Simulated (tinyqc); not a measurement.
What sets the wire resistivity: free and nearly free electrons in a metal.

The cubic cell holds 4 atoms: n = 4 z/a^3, kF = (3 pi^2 n)^(1/3), EF = c kF^2/m, vF = 2 c kF/(m hbar), c = hbar^2/2m0; rs = (3/(4 pi n))^(1/3)/a0; D(EF) = 3 n/(2 EF).

Square wire of width w with grain size w: rho/rho0 = 1/(1 - 3 al/2 + 3 al^2 - 3 al^3 ln(1 + 1/al)) + (3/4) (1 - p) l/w, with al = (l/w) Rg/(1 - Rg) (Mayadas-Shatzkes plus the thick-wire form of Fuchs-Sondheimer); l = hbar kF/(n e^2 rho), e = 1.602176634e-19 C.

Constants: hbar^2/2m0 = 3.80998211 eV angstrom^2; hbar = 6.58211957e-16 eV s; a0 (Bohr radius) = 0.5291772105 angstrom.

Inputs chosen for the exercise (near those of Al; not measured data):
- a = 4.013 angstrom (fcc lattice constant)
- z = 3 (free electrons an atom)
- m = 1.32 m0 (mass)
- rho = 2.77 micro-ohm cm (bulk resistivity)
- p = 0 (specularity of the surfaces)
- Rg = 0.47 (reflection at grain boundaries)
- w = 10 nm (wire width)

All results formed anew.

One parameter was then changed.

Results before and after:

| case | EF (eV) | l (nm) | wire rho (micro-ohm cm) |
|---|---|---|---|
| base | 8.991 | 14.10 | 10.447 |
| changed | 8.991 | 14.10 | 9.569 |

Which of these changes was made? (a) p = 0.3; (b) rho = 3.324 micro-ohm cm; (c) m = 1.584 m0; (d) a = 4.133 angstrom; (e) w = 7 nm; (f) Rg = 0.329.

Answer: (a) p = 0.3. Of the candidates, run in turn, only this one gives the changed row.

All candidates:

| case | EF (eV) | l (nm) | wire rho (micro-ohm cm) |
|---|---|---|---|
| base | 8.991 | 14.10 | 10.447 |
| a = 4.133 angstrom | 8.477 | 14.95 | 10.908 |
| m = 1.584 m0 | 7.493 | 14.10 | 10.447 |
| rho = 3.324 micro-ohm cm | 8.991 | 11.75 | 11.020 |
| p = 0.3 | 8.991 | 14.10 | 9.569 |
| Rg = 0.329 | 8.991 | 14.10 | 8.360 |
| w = 7 nm | 8.991 | 14.10 | 13.693 |

The mass drops out of l at given rho, because vF falls and tau rises by the same factor.

Run: tinyqc, `OMP_NUM_THREADS=1 python tinyqc.py 1651968 1651969 out.jsonl`; Intel(R) Xeon(R) Processor @ 2.30GHz, one thread, shared host; about 0.01 s of CPU time with all checks.
